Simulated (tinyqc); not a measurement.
Changing the gate voltage V_G: charge control and current of a heterostructure field-effect transistor. Computed by tinyqc, a small Python program. Command: `OMP_NUM_THREADS=1 python tinyqc.py 3000540 3000541 out.jsonl hemt sweep`. One thread of a shared host (Intel(R) Xeon(R) Processor @ 2.30GHz), about 0.02 s of CPU time with the checks.

Two subbands in a triangular well; E_F is counted from the conduction band edge of the channel at the interface.

Inputs (values chosen for the exercise, modelled on AlGaAs/GaAs):

| quantity | value | unit |
|---|---|---|
| channel mass m | 0.069 | m_0 |
| permittivity eps (barrier and channel) | 12.2 | - |
| barrier thickness d | 19 | nm |
| Schottky barrier phi_B | 0.94 | eV |
| conduction band offset dE_c | 0.32 | eV |
| delta-doping density N_d | 5.6e+12 | 1/cm^2 |
| mobility mu | 7500 | cm^2/(V s) |
| saturation velocity v_s | 1.8 | 1e7 cm/s |
| gate length L | 610 | nm |
| source resistance R_S | 0 | ohm mm |
| temperature T | 300 | K |
| mixing | 0.5 | - |
| iteration cap | 200 | - |
| spacer between delta layer and channel | 3.5 | nm |

Charge source: delta doping. Velocity law: smooth.

Constants: e = 1.602176634e-19 C; eps_0 = 8.8541878128e-12 F/m; k_B = 8.617333262e-05 eV/K; hbar = 1.054571817e-34 J s; m_0 = 9.1093837015e-31 kg; k_B = 1.380649e-23 J/K.

Method:
- Threshold V_T = phi_B - dE_c - e N_d (d - spacer)/(eps eps_0) (in volts); C_b = eps eps_0/d.
- Charge control: n_s = C_b (V_G - V_T - E_F/e)/e. Well: mean field F = e n_s/(2 eps eps_0), E_i = (hbar^2/2m)^(1/3) [(3 pi e F/2)(i + 3/4)]^(2/3), i = 0, 1; n_s = D k_B T sum_i ln(1 + exp((E_F - E_i)/k_B T)), D = m/(pi hbar^2), which is solved in closed form for E_F.
- Iteration from n_s = C_b (V_G - V_T)/(2e): E_F from n_s, n_out from the charge control, n_new = n_s + mixing (n_out - n_s), kept above n_s/10; stop when |n_out/n_s - 1| < 1e-9.
- C_g = e dn_s/dV_G = 1/(1/C_b + 1/C_q), 1/C_q = d(E_F/e)/d(e n_s) by a central difference of +/- 0.1 % in n_s; added distance dd = eps eps_0/C_q.
- With V = e n_s/C_g and V_c = v_s L/mu: for v = mu F/(1 + mu F/v_s), V_Dsat = V_c (sqrt(1 + 2V/V_c) - 1) and I/W = C_g v_s (V - V_Dsat); g_m = dI/dV; extrinsic g_m/(1 + g_m R_S); f_T = g_m/(2 pi C_g L).

One run for each value:

| gate voltage V_G (V) | sheet density n_s (1/cm^2) | gate capacitance C_g (microfarad/cm^2) | E_F (meV) | saturation current I/W (mA/mm) | extrinsic g_m (mS/mm) |
|---|---|---|---|---|---|
| -0.4 | 7.2594e+11 | 0.40683 | 62.85 | 79.11 | 401.67 |
| -0.2 | 1.2528e+12 | 0.43358 | 114.37 | 166.33 | 492.07 |
| 0.0 | 1.8029e+12 | 0.44656 | 159.34 | 268.55 | 547.52 |
| 0.2 | 2.3655e+12 | 0.45420 | 200.80 | 380.42 | 585.38 |
| 0.4 | 2.9359e+12 | 0.45936 | 240.06 | 499.08 | 613.28 |
| 0.6 | 3.5118e+12 | 0.46324 | 277.76 | 622.83 | 635.04 |
| 0.8 | 4.0921e+12 | 0.46640 | 314.22 | 750.60 | 652.74 |

Describe the trends.

Over the rows, sheet density n_s (1/cm^2) rises from 7.26e11 to 4.09e12; gate capacitance C_g (microfarad/cm^2) rises from 0.407 to 0.466; E_F (meV) rises from 62.8 to 314.  Left out: -1.20, -1.00, -0.800, -0.600 (the gate voltage is too near the threshold).

Caution (rows 0.200, 0.400, 0.600, 0.800): E_F lies above the conduction band minimum of the barrier, so electrons would spill into the barrier. Caution (rows 0.800): V_G approaches the Schottky barrier, so gate current flows.

Extremes, crossings and ranges named in words are read from the listed rows.
